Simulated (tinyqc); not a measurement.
Floating body of a partially depleted SOI transistor: body voltage and kink: one step of the calculation.

Source at 0 V. Channel current Ic = 2 nf K Vt^2 [F(0) - F(Vd)](1 + la Vd), F(V) = ln^2(1 + exp((Vg - VT - nf V)/(2 nf Vt))), VT = VT0 - gb Vb. Saturation voltage Vs = 2 Vt sqrt(F(0)) + 3 Vt, excess Ve = (Vd - Vs + sqrt((Vd - Vs)^2 + 0.0004 V^2))/2, multiplication M1 = Ai Ve exp(-Bl/Ve). Each junction passes D(v) = J1 (exp(v/Vt) - 1) + J2 (exp(v/(2 Vt)) - 1). Bipolar current Ib = bb J1 (exp(Vb/Vt) - 1). The body settles where M1 (Ic + Ib) = D(Vb) + D(Vb - Vd) + Vb/Rb; drain current Id = (1 + M1)(Ic + Ib) - D(Vb - Vd).

Problem. Drain current with floating and with grounded body. Id and VT at the converged Vb, Id at Vb = 0, their ratio, and the bipolar share Ib/(Ic + Ib).

Inputs (values chosen for the exercise); values of the order met in partially depleted silicon-on-insulator transistors: temperature T = 330 K; threshold at zero body voltage VT0 = 0.44 V; fall of the threshold per volt of body voltage gb = 0.22; slope factor nf = 1.19; gain factor per width K = 270 uA/(V^2 um); channel-length modulation factor la = 0.03 1/V; impact-ionisation prefactor Ai = 3.83 1/V; impact-ionisation voltage Bl = 4 V; diffusion saturation current of each junction J1 = 9.5e-11 uA/um; recombination saturation current of each junction J2 = 3.1e-7 uA/um; gain of the lateral bipolar transistor on the diffusion current bb = 0.5; resistance of a weak body tie to the source (1e9 stands for no tie, and the term is then dropped) Rb = 1e9 kohm um; gate voltage Vg = 0.81 V; drain voltage Vd = 1.5 V.

Constants: q = 1.602176634e-19 C, kB = 1.380649e-23 J/K, Vt = kB T/q. Results are converted to the units shown.

converged Vb = 0.67635345 V

Find: VT; Id, floating; Id, grounded; ratio; bipolar share.

Solution.

VT = 0.29120 V
Id, floating = 34.999 uA/um
Id, grounded = 18.087 uA/um
ratio = 1.9351
bipolar share = 3.0794 %

The body rises to 0.676 V and lowers the threshold by 149 mV.

Range of the model: The multiplication law is an empirical form chosen for the exercise; self-heating and capacitive coupling to the body are left out, and the linear laws are rough once Vb passes about 0.7 V or M1 about 0.1.

Computed by the program tinyqc: `OMP_NUM_THREADS=1 python tinyqc.py 2182206 2182207 out.jsonl`, one thread of a shared Intel Xeon 2.30GHz, about 0.2 s for the whole run.
